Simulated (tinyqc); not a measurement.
Energy and delay of logic against supply voltage: two steps of the calculation.

One expression serves below and above threshold: I(Vg) = Ik [ln(1 + exp((Vg - VT + dd V)/(al nf Vt)))]^al, with I_on = I(V) and I_off = I(0). Gate delay td = kd C V/I_on, clock period LD td. Per gate and cycle the switching energy is act C V^2 and the leakage energy I_off V LD td. No short-circuit current, no variation. Minima are sought above 0.09 V; below a few Vt gates no longer switch and the model has no meaning.

Parameters, values chosen for the exercise; values of the order met in logic technologies:
```
symbol  value  unit                               meaning
T         300     K                           temperature
VT       0.22     V  threshold voltage at zero drain bias
nf       1.12                                slope factor
dd       0.05         barrier lowering per volt of supply
Ik       0.99    uA            specific current of a gate
al       1.81                 exponent of the current law
C         0.7    fF            load capacitance of a gate
kd        1.1                                delay factor
LD         20                                 logic depth
act      0.02                             activity factor
V        0.87     V                        supply voltage
```

Constants: q = 1.602176634e-19 C, kB = 1.380649e-23 J/K, Vt = kB T/q. Results are converted to the units shown.

Task 1. Currents, delay and energies. I_on, I_off, td, clock frequency 1/(LD td), both energies and their sum.

Find: I_on; I_off; td; clock frequency; switching energy; leakage energy; energy.

Result 1.

I_on = 106.1 uA
I_off = 2.162 nA
td = 6.312 ps
clock frequency = 7.921 GHz
switching energy = 10.60 aJ
leakage energy = 0.2375 aJ
energy = 10.83 aJ

I_on/I_off = 49100; leakage makes up 2.19 % of the energy.

Task 2. New V. Minimum-energy supply: E(V) is the energy per gate and cycle; with h = 0.001 V, E' = (E(V + h) - E(V - h))/(2 h), E'' = (E(V - h) - 2 E(V) + E(V + h))/h^2, V(new) = V - E'/E''.

V at the start = 0.22 V

Wanted: E'; E''; V after iteration 1.

Result 2.

E' = -5.113 aJ/V
E'' = 249.7 aJ/V^2
V after iteration 1 = 0.2405 V

tinyqc, about 0.01 s, one thread, Intel Xeon 2.30GHz (shared host): `OMP_NUM_THREADS=1 python tinyqc.py 2082026 2082027 out.jsonl`
